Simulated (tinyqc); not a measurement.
Bias-temperature instability, empirical power law with universal recovery: one step of the calculation.

Threshold-voltage shift at the end of a stress: dV = A (V/V0)^g exp[-(Ea q/kB)(1/T - 1/T0)] (t/1 s)^n. After a delay tr the permanent share pp stays and the rest falls by r = 1/(1 + B (tr/t)^be). An empirical model: its parameters are fits, not properties.

Question. What a delayed measurement sees. At V0 and T0, measured shift = dV [pp + (1 - pp) r]; the apparent exponent is the slope of ln(shift) against ln t between the first and last point.

Parameters, values chosen for the exercise:

| symbol | value | unit | meaning |
|---|---|---|---|
| V0 | 1.9 | V | reference stress voltage |
| T0 | 373 | K | reference temperature |
| A | 10 | mV | shift after 1 s at V0 and T0 |
| n | 0.24 |  | time exponent |
| g | 5.9 |  | voltage exponent |
| Ea | 0.07 | eV | apparent activation energy of the shift |
| pp | 0.38 |  | permanent share |
| B | 5.1 |  | recovery scale |
| be | 0.22 |  | recovery dispersion |
| tr | 0.001 | s | delay before the measurement |

Constants: q = 1.602176634e-19 C, kB = 1.380649e-23 J/K. Results are converted to the units shown.

t, point 0 to 2 (s): [1, 10, 100]

Give: dV; share left; measured; apparent n.

Answer.

| point | dV (mV) | share left | measured (mV) |
|---|---|---|---|
| 0 | 10.00 | 0.6730 | 6.730 |
| 1 | 17.38 | 0.7507 | 13.05 |
| 2 | 30.20 | 0.8212 | 24.80 |

apparent n = 0.2832

The delay hides 17.9 % of the last shift and raises the exponent from 0.24 to 0.283, since short stresses recover by a larger share.

Numbers from tinyqc (`OMP_NUM_THREADS=1 python tinyqc.py 2070017 2070018 out.jsonl`; about 0.01 s on one thread of a shared Intel Xeon 2.30GHz).
